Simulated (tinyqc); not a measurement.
# Inputs raised by 10 %, one at a time

Model: two-band model of a narrow-gap semiconductor with electrons and holes. Computed by tinyqc, a small Python program. Command: `OMP_NUM_THREADS=1 python tinyqc.py 3001757 3001758 out.jsonl bipolar sens`. One thread of a shared host (Intel(R) Xeon(R) Processor @ 2.30GHz), about 0.4 s of CPU time with the checks.

Two parabolic bands with acoustic scattering (r = -1/2, a = 0), a gap that does not change with T, and fully ionised dopants. Melting is ignored, so values above the melting point are formal, and kappa_L does not change with T. eta_n = (E_F - E_c)/(k_B T), eta_p = -eta_n - E_g/(k_B T).

Inputs (values chosen for the exercise, for a model material):

| quantity | value | unit |
|---|---|---|
| electron mass m_n | 0.7 | m_0 |
| hole mass m_p | 0.26 | m_0 |
| electron mobility parameter mu_300,n | 3100 | cm^2/(V s) |
| hole mobility parameter mu_300,p | 210 | cm^2/(V s) |
| temperature exponent p | 1.5 | - |
| band gap E_g | 0.1 | eV |
| net doping N | 1.6e+18 | 1/cm^3 |
| lattice thermal conductivity kappa_L | 0.78 | W/(m K) |
| temperature T | 690 | K |

Doping: n-type.

Constants: k_B = 8.617333262e-05 eV/K; m_0 = 9.1093837015e-31 kg; k_B = 1.380649e-23 J/K; hbar = 1.054571817e-34 J s; e = 1.602176634e-19 C.

Method:
- With x = E/(k_B T), a = alpha k_B T (0 for a parabolic band), G = x (1 + a x), D = 1 + 2 a x and <y> = int y f (1 - f) dx, f = 1/(1 + exp(x - eta)): tau = tau_0 G^r/D; transport function s = G^(3/2 + r)/D^2; n = N_0 <G^(3/2)> with N_0 = (2 m k_B T)^(3/2)/(3 pi^2 hbar^3).
- Integrals over x = E/(k_B T) use 160 Gauss-Legendre points in u = sqrt(x) from 0 to sqrt(max(eta, 0) + 32).
- Neutrality: n - p = N, with n = N_0(m_n) <x^(3/2)> at eta_n and p = N_0(m_p) <x^(3/2)> at eta_p.
- sigma = e mu_0 N_0 <s> with mu_0 = e tau_0/m = mu_300 (T/300 K)^(-p); |S| = (k_B/e)(<x s>/<s> - eta); Lorenz number L = (k_B/e)^2 (<x^2 s>/<s> - (<x s>/<s>)^2); kappa_e = L sigma T; zT = S^2 sigma T/(kappa_L + kappa_e).
- Hall factor r_H = <x^(3/2)> <x^(1/2)>/<s>^2.
- Both bands together (these totals replace the one-band zT): sigma = sigma_n + sigma_p; S = (sigma_p |S_p| - sigma_n |S_n|)/sigma; kappa_bip = (sigma_n sigma_p/sigma)(|S_n| + |S_p|)^2 T; kappa_e = (L_n sigma_n + L_p sigma_p) T; zT = S^2 sigma T/(kappa_L + kappa_e + kappa_bip); weak-field R_H = (r_p sigma_p^2/p - r_n sigma_n^2/n)/(e sigma^2), where the Hall factors r_n and r_p are <x^(3/2)> <x^(1/2)>/<s>^2.
- T_max maximises |S| of the majority sign between 150 and 1200 K; the Goldsmid-Sharp estimate is E_g = 2 e |S_max| T_max.

Runs:

| input moved | from | to | bipolar thermal conductivity (W/(m K)) | zT | kappa_e (W/(m K)) | \|S_max\| (microvolt/K) |
|---|---|---|---|---|---|---|
| base run | - | - | 0.9921 | 2.1606 | 1.1337 | 333.85 |
| electron mass m_n (m_0) | 0.7 | 0.77 | 1.0643 | 2.2952 | 1.2043 | 343.24 |
| hole mass m_p (m_0) | 0.26 | 0.286 | 1.0772 | 2.0947 | 1.2161 | 331.14 |
| electron mobility parameter mu_300,n (cm^2/(V s)) | 3100 | 3410 | 0.9966 | 2.3144 | 1.2411 | 334.66 |
| hole mobility parameter mu_300,p (cm^2/(V s)) | 210 | 231 | 1.0858 | 2.0633 | 1.1397 | 333.01 |
| band gap E_g (eV) | 0.1 | 0.11 | 0.9643 | 2.1731 | 1.0610 | 340.56 |
| net doping N (1/cm^3) | 1.6e+18 | 1.76e+18 | 0.9849 | 2.1714 | 1.1434 | 329.49 |
| lattice thermal conductivity kappa_L (W/(m K)) | 0.78 | 0.858 | 0.9921 | 2.1041 | 1.1337 | 333.85 |

Exponents ln(y'/y) / ln(x'/x):

| input | bipolar thermal conductivity | zT | kappa_e | \|S_max\| |
|---|---|---|---|---|
| electron mass m_n | 0.737 | 0.634 | 0.634 | 0.291 |
| hole mass m_p | 0.864 | -0.325 | 0.736 | -0.086 |
| electron mobility parameter mu_300,n | 0.048 | 0.721 | 0.949 | 0.025 |
| hole mobility parameter mu_300,p | 0.947 | -0.484 | 0.056 | -0.027 |
| band gap E_g | -0.298 | 0.061 | -0.696 | 0.209 |
| net doping N | -0.076 | 0.052 | 0.089 | -0.138 |
| lattice thermal conductivity kappa_L | 0.000 | -0.278 | 0.000 | 0.000 |

To which inputs is each result most sensitive?

Among the inputs moved here: bipolar thermal conductivity answers most in size to hole mobility parameter mu_300,p (exponent +0.947), next to hole mass m_p (+0.864); its exponent is below 0.0005 for lattice thermal conductivity kappa_L. zT answers most in size to electron mobility parameter mu_300,n (exponent +0.721), next to electron mass m_n (+0.634). kappa_e answers most in size to electron mobility parameter mu_300,n (exponent +0.949), next to hole mass m_p (+0.736); its exponent is below 0.0005 for lattice thermal conductivity kappa_L. |S_max| answers most in size to electron mass m_n (exponent +0.291), next to band gap E_g (+0.209); its exponent is below 0.0005 for lattice thermal conductivity kappa_L.
